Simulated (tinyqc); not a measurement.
## Gate sheet resistance from two finger widths

Inverse problem. At low frequency R = Rsh Wf/(3 L) + B/Wf, where B collects the channel and vertical terms. Find Rsh, B and the width of lowest R.

Inputs (values chosen for the exercise): channel length L = 1.3 um.

input resistance of single fingers, contacted at one end, of width 1.1 and 5.5 um (ohm): [159.05828, 53.473193]

Answer. R Wf is a straight line in Wf^2; the minimum of R lies where both terms are equal.

Rsh = 16.0 ohm/square
B = 170 ohm um
width of lowest R = 6.44 um

Computed by the program tinyqc: `OMP_NUM_THREADS=1 python tinyqc.py 2262142 2262143 out.jsonl`, one thread of a shared Intel Xeon 2.30GHz, about 0.01 s for the whole run.
